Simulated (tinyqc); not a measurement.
A chain with a side-coupled site and dephasing by Buettiker voltage probes: two steps of the calculation.

Sites 1 to 4 form a chain with hopping -t, and site 5 hangs on site 2 by -ts. Lead L joins site 1 and lead R site 4, both semi-infinite chains with hopping -t and site energy 0. Every site carries a probe with self-energy -i Gamma_p/2 that draws no net current. Linear response at zero temperature: mu_L = 1, mu_R = 0 in units of the bias.

Inputs (values chosen for the exercise): probe broadening Gamma_p gp = 0.3 eV.

Task 1. Transmissions between terminals. With Gamma the broadening by one lead, T_RL = Gamma^2 |G_(4,1)|^2, T_pL = Gamma Gamma_p |G_(p,1)|^2, T_pR = Gamma Gamma_p |G_(p,4)|^2, T_pq = Gamma_p^2 |G_(p,q)|^2 for p != q.

G (1/eV):
```
                         1                        2                        3                        4
1   0.06144693-0.27270836i   0.15066513-0.08893535i   0.10249415+0.14054881i  -0.12367383+0.10669422i
2   0.15066513-0.08893535i  -0.08129729-0.16765392i   0.15809519-0.09656868i   0.10249415+0.14054881i
3   0.10249415+0.14054881i   0.15809519-0.09656868i   0.06896603-0.28309334i   0.27021890+0.04283727i
4  -0.12367383+0.10669422i   0.10249415+0.14054881i   0.27021890+0.04283727i  -0.05270582-0.15072182i
5  -0.18139490+0.13505112i   0.12757378+0.20428148i  -0.18989321+0.14588498i  -0.15108444-0.16652583i

                         5
1  -0.18139490+0.13505112i
2   0.12757378+0.20428148i
3  -0.18989321+0.14588498i
4  -0.15108444-0.16652583i
5   0.51408483-0.32064644i
```

Gamma = 4.5825757 eV

Wanted: T_RL; T_pL; T_pR; T_pq.

Result 1.

T_RL = 0.5603
T_pL, probe 1 to 5: [0.1074, 0.0421, 0.0416, 0.0367, 0.0703]
T_pR, probe 1 to 5: [0.0367, 0.0416, 0.1029, 0.0350, 0.0695]

T_pq (in units of 1e-3):
```
       1      2      3      4      5
1  0.000  2.755  2.723  2.401  4.603
2  2.755  0.000  3.089  2.723  5.221
3  2.723  3.089  0.000  6.737  5.161
4  2.401  2.723  6.737  0.000  4.550
5  4.603  5.221  5.161  4.550  0.000
```

Task 2. Current at both leads. In units of (2 q^2/h) times the bias, T_RL + sum_p T_pL (1 - mu_p) leaves L and T_RL + sum_p T_pR mu_p enters R.

T_RL = 0.56025634
T_pL, probe 1 to 5: [0.10743240, 0.04208107, 0.04159927, 0.03667739, 0.07030989]
T_pR, probe 1 to 5: [0.03667739, 0.04159927, 0.10290626, 0.03504979, 0.06950488]
mu_p, probe 1 to 5: [0.72287228, 0.50311446, 0.31499093, 0.50142073, 0.50311446]

Give: current leaving L; current entering R.

Result 2.

current leaving L = 0.69266
current entering R = 0.69266

The two are equal: the probes conserve the current.

Numbers from tinyqc (`OMP_NUM_THREADS=1 python tinyqc.py 2700014 2700015 out.jsonl`; about 0.01 s on one thread of a shared Intel Xeon 2.30GHz).
